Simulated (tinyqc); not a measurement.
Comparisons within one model: two-band k.p model of the X valleys of a zinc-blende crystal. A value that a table varies takes the place of the one given here.

k along the valley axis, counted from X, c = hbar^2/2m0, e = c k^2/ml. H = [[e - D/2, i P k], [-i P k, e + D/2]] with P^2 = D0 c/ml, so E = e -/+ sqrt(D^2/4 + D0 e). For D = 0 (diamond lattice) the bands cross at X.

With x = D/D0: for x < 1 the minima lie at k_m = sqrt(ml D0 (1 - x^2)/(4 c)), the hump at X has the height dE = (D0/4)(1 - x)^2 and the mass at the minimum is ml/(1 - x^2); the mass at X is ml/(1 - 1/x), negative for x < 1. For x > 1 the minimum is at X.

Thermal masses along the axis for one X point, lower band, E from the minimum, on 1601 points from -0.8 to 0.8 1/angstrom: density-of-states mass m_d = c I^2/(pi kT), I = integral of exp(-E/kT) dk; conductivity mass m_c = 2 c kT/<(dE/dk)^2> with central differences.

Constants: hbar^2/2m0 = 3.80998211 eV angstrom^2; kB = 8.617333262e-05 eV/K.

Parameters, chosen for this exercise (of the order of those of cubic SiC; not measured data): D0 = 1.146 eV (coupling energy); ml = 0.399 m0 (mass along the axis from remote bands); D = 3.045 eV (splitting of the two conduction levels at X); T = 77 K (temperature).

## From the diamond lattice to a polar crystal

D is varied at fixed D0 and ml.

Results:
```
x     D (eV)  k_m (1/angstrom)  dE (meV)  mass at the minimum
0.00   0.000            0.1732    286.50                0.399
0.30   0.344            0.1652    140.38                0.438
0.60   0.688            0.1386     45.84                0.623
0.80   0.917            0.1039     11.46                1.108
0.90   1.031            0.0755      2.87                2.100
1.10   1.261            0.0000      0.00                4.389
1.30   1.490            0.0000      0.00                1.729
2.00   2.292            0.0000      0.00                0.798
4.00   4.584            0.0000      0.00                0.532
```

At D = 0 the minima lie 0.1732 1/angstrom from X under a cusp of D0/4 = 286 meV, the pattern of silicon. The hump shrinks as (1 - x)^2, faster than k_m, so at x = 0.9 it is only 2.87 meV although k_m is still 44 % of its first value. The mass diverges at x = 1 from both sides (2.10 at 0.9, 4.39 at 1.1), where the band is quartic.

## Temperature

Thermal masses against T.

Results:
```
T (K)  kT (meV)    m_d    m_c
10         0.86  0.640  0.640
20         1.72  0.640  0.639
50         4.31  0.639  0.639
100        8.62  0.639  0.638
200       17.23  0.638  0.636
300       25.85  0.637  0.634
500       43.09  0.635  0.631
```

m_d goes from 0.640 to 0.635 and m_c goes from 0.640 to 0.631. Both start from the edge mass 0.640 and tend to ml = 0.399 for kT far above D0. 

## What each parameter does

Shape of the lower band and thermal masses. Each row changes one parameter from the base and keeps the others.

Results:
```
case            k_m (1/angstrom)  dE (meV)  m_d (m0)  m_c (m0)
base                      0.0000     0.000     0.639     0.638
D = 2.9536 eV             0.0000     0.000     0.651     0.650
D0 = 1.1804 eV            0.0000     0.000     0.651     0.650
ml = 0.411 m0             0.0000     0.000     0.658     0.657
T = 79.31 K               0.0000     0.000     0.639     0.638
```

The largest shifts from the base row, up to three for each result and ties (the steps differ in size, so this ranks the rows, not the parameters). k_m (1/angstrom): unchanged at the printed digits by D, D0, ml and T. dE (meV): unchanged at the printed digits by D, D0, ml and T. m_d (m0): ml +0.019, D +0.012, D0 +0.012; unchanged at the printed digits by T. m_c (m0): ml +0.019, D +0.012, D0 +0.012; unchanged at the printed digits by T.

Computed by tinyqc, a small Python program: `OMP_NUM_THREADS=1 python tinyqc.py 1880962 1880963 out.jsonl` (the numbers bound the seed that draws the inputs); one thread of a shared host (Intel(R) Xeon(R) Processor @ 2.30GHz), about 0.01 s for the whole set of steps.
